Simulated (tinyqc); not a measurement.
What moves the results: Franz-Keldysh effect at a direct gap. A value that a table varies takes the place of the one given here.

Parabolic bands, vertical transitions, no excitons. For each hole band j: mr = me mj/(me + mj); joint density of states J_j(E) = (mr/c)^(3/2) sqrt(E - Eg)/(2 pi^2), both spins, c = hbar^2/2m0; averaged matrix element |e.p|^2 = m0 Ep/6; alpha_j(E) = 4 pi^2 alpha_f c Ep J_j/(3 nr E) in 1/angstrom (alpha_f the fine-structure constant, listed as alpha among the constants), times 1e8 for 1/cm.

In a field Fd (1 kV/cm = 1e-5 V/angstrom) the electro-optic energy of band j is th = (c (e Fd)^2/mr)^(1/3), and sqrt(E - Eg) in J_j is replaced by pi sqrt(th) [Ai'(b)^2 - b Ai(b)^2] with b = (Eg - E)/th; Ai is the Airy function.

Constants: hbar^2/2m0 = 3.80998211 eV angstrom^2; fine-structure constant alpha = 0.007297352564.

Values chosen for the exercise (near those of InP; not measured data): Eg = 1.38 eV (direct gap); me = 0.0776 m0 (electron mass); mhh = 0.606 m0 (heavy-hole mass); mlh = 0.0918 m0 (light-hole mass); Ep = 20.9 eV (Kane energy); nr = 3.41 (refractive index); Fd = 51 kV/cm (uniform field); det = 25 meV (detuning below the gap).

## Spectrum around the gap

Absorption (1/cm):

| E - Eg (eV) | alpha(0) | alpha(F) | change |
|---|---|---|---|
| -0.0608 | 0 | 2.089 | 2 |
| -0.0487 | 0 | 8.955 | 9 |
| -0.0365 | 0 | 35.25 | 35 |
| -0.0243 | 0 | 123.8 | 124 |
| -0.0122 | 0 | 377.4 | 377 |
| 0.0000 | 0 | 995.8 | 996 |
| 0.0122 | 3232 | 2202 | -1030 |
| 0.0243 | 4522 | 3972 | -550 |
| 0.0365 | 5494 | 5793 | 299 |
| 0.0487 | 6292 | 6826 | 534 |
| 0.0608 | 6971 | 6999 | 28 |
| 0.0730 | 7575 | 7300 | -274 |
| 0.0973 | 8601 | 8719 | 118 |
| 0.1217 | 9463 | 9511 | 48 |

At the gap alpha(F) = 996 1/cm; 48.7 meV below it 8.95 1/cm remain, the tail falling as exp(-(4/3) b^(3/2)). Among the energies listed the largest rise is 996 1/cm at E - Eg = 0.0 meV and the largest fall -1030 1/cm at 12.2 meV. It changes sign between 0.0 and 12.2 meV, between 24.3 and 36.5 meV, between 60.8 and 73.0 meV and between 73.0 and 97.3 meV; th is 24.3 meV for heavy holes and 28.7 meV for light holes.

## Tail absorption against field

At E = Eg - det; the field takes the values listed. The last column is the length for 10 dB of loss.

Results:

| Fd (kV/cm) | th heavy (meV) | b heavy | alpha (1/cm) | length (micrometre) |
|---|---|---|---|---|
| 10 | 8.21 | 3.044 | 0.216 | 1.07e+05 |
| 20 | 13.04 | 1.918 | 8.17 | 2.82e+03 |
| 40 | 20.69 | 1.208 | 68.4 | 337 |
| 60 | 27.12 | 0.922 | 157 | 147 |
| 100 | 38.12 | 0.656 | 342 | 67.4 |
| 150 | 49.95 | 0.501 | 547 | 42.1 |
| 250 | 70.21 | 0.356 | 874 | 26.3 |
| 400 | 96.05 | 0.260 | 1.24e+03 | 18.6 |

alpha grows by 2.9 decades from 10 to 60 kV/cm and by a factor 1.42 over the last step, where the field grows by 1.6: the exponent (4/3) b^(3/2) goes as 1/Fd, so the gain is steep only while b > 1 (deep in the tail the light-hole pair, with its smaller b, carries most of it), that is up to 40 kV/cm of those listed. Values below about 10 1/cm lie under the Urbach and exciton tails of a real crystal, left out here.

## What moves the tail

At E = Eg - det. Each row changes one parameter from the base and keeps the others.

Results:

| case | th heavy (meV) | alpha (1/cm) |
|---|---|---|
| base | 24.332 | 115.6 |
| Fd = 66.3 kV/cm | 28.983 | 186.4 |
| det = 35 meV | 24.332 | 41.41 |
| me = 0.0892 m0 | 23.359 | 121.2 |
| mlh = 0.1193 m0 | 24.332 | 119.0 |
| Ep = 23 eV | 24.332 | 127.2 |
| nr = 3.58 | 24.332 | 110.1 |

The largest shifts from the base row, up to three for each result and ties (the steps differ in size, so this ranks the rows, not the parameters). th heavy (meV): Fd +4.651, me -0.973; unchanged at the printed digits by det, mlh, Ep and nr. alpha (1/cm): det -74.2, Fd +70.8, Ep +11.6.

tinyqc: `OMP_NUM_THREADS=1 python tinyqc.py 1651760 1651761 out.jsonl`; about 0.01 s, one thread, shared Intel(R) Xeon(R) Processor @ 2.30GHz.
